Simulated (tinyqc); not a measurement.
Strain-driven roughening and islands of a mismatched epitaxial film. From one set of inputs to another, one input at a time. Computed by tinyqc, a small Python program. Command: `OMP_NUM_THREADS=1 python tinyqc.py 3010964 3010965 out.jsonl island ladder`. One thread of a shared host (Intel(R) Xeon(R) Processor @ 2.30GHz), about 0.01 s of CPU time with the checks.

Film and substrate share isotropic elastic constants; the film is coherent and biaxially strained.

The inputs printed are set A. Set A is modelled on Ge on Si; the values taken over come from a set modelled on In(0.5)Ga(0.5)As on GaAs. Inputs not listed in the table keep their values of set A, so the rows need not describe a real material.

Inputs (values chosen for the exercise, modelled on Ge on Si):
```
quantity                                      value       unit
misfit |f|                                   0.0426          -
shear modulus G                                50.1        GPa
Poisson ratio nu                               0.23          -
surface energy gamma                          0.962      J/m^2
contact angle of the shallow shape theta_1     12.6    degrees
contact angle of the steep shape theta_2       30.8    degrees
facet energy of shape 1 over gamma            1.008          -
facet energy of shape 2 over gamma            1.017          -
surface mobility D_s nu_s Omega^2/(k_B T)   4.7e-32  m^6/(J s)
island volume V                              200000       nm^3
```

Transport: surface diffusion.

Constants: e = 1.602176634e-19 C.

Method:
- M = 2 G (1 + nu)/(1 - nu); stress = M f; energy density w = M f^2.
- A ripple A cos(k x) has the surface chemical potential per volume [gamma k^2 - 2 (1 + nu) w k] A cos(k x), so k_c = 2 (1 + nu) w/gamma. With surface diffusion the amplitude grows at the rate q = B k^2 [2 (1 + nu) w k - gamma k^2], fastest at k_m = (3/4) k_c. B is the surface mobility.
- Shallow faceted island (Tersoff form): E = 4 Gam V^(2/3) tan^(1/3)(theta) - 6 c V tan(theta), Gam = gamma [x/sin(theta) - 1/tan(theta)], x the facet energy over gamma, c = stress^2 (1 - nu)/(2 pi G).
- The barrier is the maximum of E, at V_c = [4 Gam/(9 c)]^3 / tan^2(theta) (1 GPa nm = 1 J/m^2).
- The two energies cross at V_x^(1/3) = 4 [Gam_2 t2^(1/3) - Gam_1 t1^(1/3)]/(6 c (t2 - t1)), t = tan(theta); mu = dE/dV.

Each row keeps all changes above it:
```
input moved                                               from       to  fastest wavelength (nm)  barrier, shape 1 (eV)  crossing volume V_x (nm^3)
set A                                                        -        -                   11.279                 1.6105                       17.19
surface energy gamma (J/m^2)                             0.962    0.782                    9.168                 0.8651                        9.23
contact angle of the shallow shape theta_1 (degrees)      12.6     11.3                    9.168                 0.8304                        8.74
surface mobility D_s nu_s Omega^2/(k_B T) (m^6/(J s))  4.7e-32  1.5e-33                    9.168                 0.8304                        8.74
facet energy of shape 2 over gamma                       1.017     1.05                    9.168                 0.8304                       19.40
shear modulus G (GPa)                                     50.1     38.1                   12.056                 1.4358                       44.11
misfit |f|                                              0.0426   0.0358                   17.071                 2.8788                      125.23
contact angle of the steep shape theta_2 (degrees)        30.8     27.4                   17.071                 2.8788                      157.16
```

Fastest wavelength goes from 11.3 to 17.1, a factor 1.51 in all. The largest single move comes from misfit |f| (a factor 1.42), and surface energy gamma works against it (a factor 0.813). barrier, shape 1 goes from 1.61 to 2.88, a factor 1.79 in all. The largest single move comes from misfit |f| (a factor 2.00), and surface energy gamma works against it (a factor 0.537). Crossing volume V_x goes from 17.2 to 157, a factor 9.14 in all. The largest single move comes from misfit |f| (a factor 2.84), and surface energy gamma works against it (a factor 0.537). The single moves hold for this order of the switches; the total does not depend on the order.

Caution (rows set A, surface energy gamma, contact angle of the shallow shape theta_1, surface mobility D_s nu_s Omega^2/(k_B T), facet energy of shape 2 over gamma, shear modulus G): a critical island of a few cubic nanometres holds a few hundred atoms at most, and edge energies, left out here, matter. Caution (all rows): the shallow-slope form overstates the relaxation of facets steeper than about 25 degrees. Caution (rows surface energy gamma, contact angle of the shallow shape theta_1, surface mobility D_s nu_s Omega^2/(k_B T), facet energy of shape 2 over gamma): a wavelength of a few nanometres is at the limit of continuum theory, where steps and facets rule.

Extremes, crossings and ranges named in words are read from the listed rows.
